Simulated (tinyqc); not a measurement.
Mirror strength against the number of periods: longitudinal sound in a periodic multilayer: transfer matrices, stop bands and folded phonons. Computed by tinyqc, a small Python program. Command: `OMP_NUM_THREADS=1 python tinyqc.py 3029047 3029048 out.jsonl multilayer walk`. One thread of a shared host (Intel(R) Xeon(R) Processor @ 2.30GHz), about 0.01 s of CPU time with the checks.

Layers 1 and 2 repeat with period d = d_1 + d_2; waves travel normal to the layers, without loss. State vector (u, s): displacement u and stress divided by omega. Impedances Z = rho v are in 1e6 kg/(m^2 s).

Inputs (values chosen for the exercise, modelled on copper (layer 1), tantalum (layer 2) and gallium arsenide (substrate)): density rho_1 = 8.93 g/cm^3; velocity v_1 = 4840 m/s; thickness d_1 = 4.8 nm; density rho_2 = 16.8 g/cm^3; velocity v_2 = 4130 m/s; thickness d_2 = 7.93 nm; substrate density = 5.35 g/cm^3; substrate velocity = 4680 m/s; frequency f = 173 GHz.

Method:
- Z = rho v; interface reflection r = (Z_2 - Z_1)/(Z_2 + Z_1) (stress amplitude, from 1 into 2); Bragg frequency f_B = 1/[2 (d_1/v_1 + d_2/v_2)]; long-wave velocity v_eff = d/sqrt[(d_1/v_1)^2 + (d_2/v_2)^2 + (Z_1/Z_2 + Z_2/Z_1)(d_1/v_1)(d_2/v_2)].
- A layer maps (u, s) by [[cos p, sin p/Z], [-Z sin p, cos p]], p = 2 pi f d_i/v_i; one period is M = M_2 M_1, and cos(q d) = trace(M)/2.
- For N periods A = M^N. A wave comes from a thick layer of material 1 and leaves into the substrate (Z_s): transmitted power T = 4 Z_1 Z_s/|Z_1 A_22 + Z_s A_11 - i (Z_1 Z_s A_12 - A_21)|^2, reflected power R = 1 - T.

Bragg frequency f_B = 171.713 GHz

Z_2 = 69.384

Z_1 = 43.2212

Z of the substrate = 25.038

trace(M)/2 = -1.08716

Transmitted power:
```
N     T at f_B  T at f_B (dB)      T at f
1      0.65279        -1.8522     0.65614
2      0.36220        -4.4105     0.36716
3      0.17653        -7.5317     0.18025
4     0.080822        -10.925    0.082971
6     0.015803        -18.013    0.016352
8    0.0030103        -25.214   0.0031352
12  1.0805e-04        -39.664  1.1393e-04
16  3.8729e-06        -54.120  4.1340e-06
24  4.9755e-09        -83.032  5.4427e-09
```

What does the comparison show, and why?

At f_B each further period removes 3.61 dB at large N; 99 % reflection needs N = 8 among these rows. At f, in a stop band, T decays as well. Values below about 1e-6 belong to the ideal stack: roughness and scattering into other modes, left out here, set a floor in a real one.
